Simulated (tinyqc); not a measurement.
As the film thickens, and with more bath resistance: electroplating on a thin resistive seed layer: kinetics, Wagner number and the terminal effect across a wafer. Computed by tinyqc, a small Python program. Command: `OMP_NUM_THREADS=1 python tinyqc.py 3120043 3120044 out.jsonl terminal walk`. One thread of a shared host (Intel(R) Xeon(R) Processor @ 2.30GHz), about 0.02 s of CPU time with the checks.

Current enters the seed at the rim. The bath is treated as a local resistance per area (no lateral flow in the liquid), two electrons per ion, molar volume 7.11 cm^3/mol, Faraday constant F = e N_A, kinematic viscosity 0.01 cm^2/s, omega = 2 pi x rpm/60; k_B T/e is in volts.

Inputs (values chosen for the exercise, of the order of those for copper plating from an acid sulfate bath): wafer radius R = 15 cm; seed thickness t = 54 nm; seed resistivity = 13 microohm cm; bath conductivity kappa = 0.12 S/cm; gap to the anode h = 8.6 cm; extra resistance of a porous plate = 0 ohm cm^2; exchange current density i_0 = 0.59 mA/cm^2; cathodic transfer coefficient alpha = 0.67; mean current density = 5.4 mA/cm^2; diffusivity of the metal ion = 5.9e-06 cm^2/s; metal ion concentration = 0.59 mol/L; rotation rate = 30 rpm; temperature T = 298 K.

Constants: e = 1.602176634e-19 C; N_A = 6.02214076e+23 1/mol; k_B = 8.617333262e-05 eV/K.

Method:
- Growth rate = i V_m/(2 F). Levich limit i_L = 0.62 x 2 F D^(2/3) omega^(1/2) nu^(-1/6) c. Tafel overpotential eta = (k_B T/(alpha e)) ln(i/i_0); kinetic resistance k_B T/(alpha e i); bath resistance h/kappa + plate; R_s = resistivity/t; Wagner number = kinetic resistance x kappa/R.
- Full model: seed potential phi(r) with (1/r)(r phi')' = R_s i, where i solves phi = R_b i + (k_B T/(alpha e)) ln(i/i_0) (phi being the driving voltage left at r); phi'(0) = 0 and phi'(R) = R_s i_mean R/2. Solved by collocation to a tolerance of 1e-7.
- The film is taken as uniform, with the seed resistivity; the last column adds 100 ohm cm^2 to R_b. Extra power of that plate = i^2 x 100 ohm cm^2 x area.

sheet resistance R_s = 2.40741 ohm/square

bath resistance R_b = 71.6667 ohm cm^2

Edge over centre:
```
thickness (nm)  R_s (ohm/square)  as given  with 100 ohm cm^2 more
54                        2.4074    3.5566                  1.9116
81                        1.6049    2.5036                  1.5719
108                       1.2037    2.0565                  1.4159
162                       0.8025    1.6588                  1.2688
270                       0.4815    1.3742                  1.1573
540                       0.2407    1.1794                  1.0772
1080                      0.1204    1.0878                  1.0382
```

extra power = 2.0612 W

The ratio falls below 1.1 from 1080 nm on as given, and from 540 nm on with the added resistance: what counts is R_s R^2 against the sum of kinetic and bath resistance.
